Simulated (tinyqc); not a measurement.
Semiconducting tubes compared: carbon nanotube by zone folding.

Circumference C = n a1 + m a2, a = sqrt3 acc; d = a sqrt(n^2 + nm + m^2)/pi; tan(theta) = sqrt3 m/(2n + m); dR = gcd(2n + m, 2m + n); T = t1 a1 + t2 a2 with t1 = (2m + n)/dR, t2 = -(2n + m)/dR, |T| = sqrt3 pi d/dR; N = 2 (n^2 + nm + m^2)/dR hexagons a cell. On cutting line mu = 0 to N - 1 at x = k|T|/(2 pi) the phases are p1 = 2 pi (-t2 mu + m x)/N, p2 = 2 pi (t1 mu - n x)/N, and E = -/+ t |1 + exp(i p1) + exp(i p2)|.

Inputs chosen for the exercise (out of a larger set: near those used for carbon; not measured data): t = 2.68 eV (hopping); acc = 1.42 angstrom (bond length); tubes = ((15, 5), (6, 4), (15, 10), (11, 6), (16, 12), (13, 11), (14, 6)) (pairs (n, m)).

E11 and E22 are twice the two lowest band edges; the cone gives E11 d = 2 t acc and E22/E11 = 2.

Cases:

| (n,m) |
|---|
| (15,5) |
| (6,4) |
| (15,10) |
| (11,6) |
| (16,12) |
| (13,11) |
| (14,6) |

Rank the cases by E11 (eV), lowest first.

Answer: (16,12), (15,10), (13,11), (15,5), (14,6), (11,6), (6,4).

Tubes:

| (n,m) | d (angstrom) | theta (deg) | (n - m) mod 3 | E11 (eV) | E22 (eV) | E11 d/(2 t acc) | E22/E11 |
|---|---|---|---|---|---|---|---|
| (15,5) | 14.11 | 13.9 | 1 | 0.5320 | 1.1006 | 0.986 | 2.069 |
| (6,4) | 6.83 | 23.4 | 2 | 1.1205 | 2.1236 | 1.005 | 1.895 |
| (15,10) | 17.06 | 23.4 | 2 | 0.4477 | 0.8801 | 1.004 | 1.966 |
| (11,6) | 11.69 | 20.4 | 2 | 0.6560 | 1.2665 | 1.008 | 1.931 |
| (16,12) | 19.05 | 25.3 | 1 | 0.3980 | 0.8011 | 0.996 | 2.013 |
| (13,11) | 16.29 | 27.2 | 2 | 0.4676 | 0.9259 | 1.001 | 1.980 |
| (14,6) | 13.92 | 17.0 | 2 | 0.5520 | 1.0652 | 1.009 | 1.930 |

E11 follows 1/d first. For mod 1 the scaled E11 lies below one (0.986 to 0.996) and E22/E11 above two (2.013 to 2.069). For mod 2 the scaled E11 lies above one (1.001 to 1.009) and E22/E11 below two (1.895 to 1.980). The largest departure of the scaled E11 is that of (15,5); warping acts as cos(3 theta)/d, most for thin tubes near zigzag. Below about 8 angstrom curvature, left out of zone folding, changes the gaps further.

Run: tinyqc, `OMP_NUM_THREADS=1 python tinyqc.py 1450507 1450508 out.jsonl`; Intel(R) Xeon(R) Processor @ 2.30GHz, one thread, shared host; about 0.02 s of CPU time with all checks.
